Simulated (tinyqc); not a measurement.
# MOS structure on a p-type body, non-linear Poisson equation by Newton steps: what changes with what

One dimension, insulator interface at x = 0, acceptor density Na, uniform, net doping C = -(acceptor density). psi is counted from the intrinsic level: n = ni exp((psi - Vb)/Vt), p = ni exp(-psi/Vt); deep in the body psi_b = -Vt ln(Na/ni). The gate acts through Cox = eps0 eox/tox and has the potential psi_G = Vg - (phiM - chi - Vt ln(Nc/ni)). Boltzmann statistics, full ionisation, classical densities, no oxide or interface charge. Acceptors in real wide-gap material are deep and only partly ionised in the neutral body.

Parameters, values chosen for the exercise; band and dielectric values close to those of 4H silicon carbide:
- T = 350 K (temperature)
- Eg = 3.29 eV (band gap)
- eps_r = 9.61 (relative permittivity)
- Nc = 2.17e19 cm^-3 (conduction-band density of states at T)
- Nv = 3.19e19 cm^-3 (valence-band density of states at T)
- chi = 3.66 eV (electron affinity)
- Na = 8.2e15 cm^-3 (acceptor density deep in the body)
- eox = 7.71 (relative permittivity of the gate insulator (close to silicon nitride))
- tox = 7.9 nm (insulator thickness)
- phiM = 3.81 eV (gate work function)
- Vb = 0 V (electron quasi-Fermi potential against the body)

Constants: q = 1.602176634e-19 C, kB = 1.380649e-23 J/K, Vt = kB T/q, eps0 = 8.8541878128e-14 F/cm where lengths are in cm. Results are converted to the units shown.

Each table varies one quantity; the others keep the values above.

## Charge and capacitance against gate voltage

ni = sqrt(Nc Nv) exp(-Eg/(2 Vt)), Eg in volts. The Poisson equation d/dx(eps0 eps_r dpsi/dx) = -q (p - n + C), with eps0 eps_r dpsi/dx = -Cox (psi_G - psi_0) at x = 0, is solved on a mesh of about 600 nodes or more. N_inv is the integral of n less its value deep in the body. C_LF = Cox (1 - dpsi_0/dVg) with all carriers following; C_HF is the same with the electron quasi-Fermi level shifting uniformly so that N_inv stays fixed. The centroid is that of the same excess.

Charge and capacitance against gate voltage:

| Vg (V) | psi_0 - psi_b (V) | N_inv (cm^-2) | C_LF/Cox | C_HF/Cox | centroid (nm) |
|---|---|---|---|---|---|
| -0.23 | 2.57 | 1.39e6 | 0.0169 | 0.0169 | 3.45 |
| -0.05 | 2.75 | 4.74e8 | 0.0191 | 0.0163 | 3.33 |
| 0.13 | 2.91 | 8.84e10 | 0.340 | 0.0159 | 3.10 |
| 0.31 | 2.98 | 6.59e11 | 0.744 | 0.0158 | 2.46 |
| 0.49 | 3.02 | 1.44e12 | 0.848 | 0.0158 | 1.98 |
| 0.67 | 3.04 | 2.29e12 | 0.892 | 0.0158 | 1.66 |
| 0.85 | 3.06 | 3.16e12 | 0.917 | 0.0158 | 1.44 |
| 1.03 | 3.07 | 4.06e12 | 0.933 | 0.0158 | 1.28 |

N_inv goes from 1.39e6 to 4.06e12 cm^-2 and passes 2e11 cm^-2 at Vg = 0.179 V. Below threshold it takes 71.1 mV a decade between Vg = -0.23 and -0.05 V, against Vt ln 10 = 69.4 mV. C_LF/Cox is lowest, 0.0169, at Vg = -0.23 V among the rows listed and ends at 0.933, while C_HF/Cox ends at 0.0158. Between the last two rows q dN_inv/dVg is 0.925 Cox. Where the classical centroid is under about 2 nm, confinement would move the charge away from the interface and raise the threshold. Above about 2e12 cm^-2 degeneracy matters too.

## Effect of the acceptor density deep in the body on threshold, swing and body effect

VT is the Vg at which N_inv = 2e11 cm^-2. m = 1/(dpsi_0/dVg) at N_inv = 1e8 cm^-2; the swing is the Vg between N_inv = 1e8 and 1e9 cm^-2; body coefficient [VT(Vb + 0.05 V) - VT(Vb)]/0.05 V - 1.

Effect of the acceptor density deep in the body on threshold, swing and body effect:

| Na (cm^-3) | VT (V) | psi_0 - psi_b at VT (V) | m - 1 | swing (mV/decade) | body coefficient |
|---|---|---|---|---|---|
| 2e15 | 0.114 | 2.88 | 0.00897 | 70.7 | 0.0119 |
| 3e15 | 0.129 | 2.90 | 0.0108 | 70.8 | 0.0138 |
| 4.4e15 | 0.146 | 2.91 | 0.0129 | 70.9 | 0.0160 |
| 6.5e15 | 0.165 | 2.93 | 0.0155 | 71.1 | 0.0187 |
| 9.5e15 | 0.188 | 2.95 | 0.0186 | 71.3 | 0.0217 |
| 1.4e16 | 0.215 | 2.96 | 0.0224 | 71.5 | 0.0255 |
| 2e16 | 0.244 | 2.98 | 0.0265 | 71.8 | 0.0295 |

What does the comparison show?

As Na goes from 2e15 to 2e16, VT rises from 0.114 to 0.244 V, the swing rises from 70.7 to 71.8 mV/decade and the body coefficient rises from 0.0119 to 0.0295. The swing stays within 0.83 % of m Vt ln 10, and the body coefficient within 0.0031 of m - 1.

Numbers from tinyqc (`OMP_NUM_THREADS=1 python tinyqc.py 2080042 2080043 out.jsonl`; about 0.5 s on one thread of a shared Intel Xeon 2.30GHz).
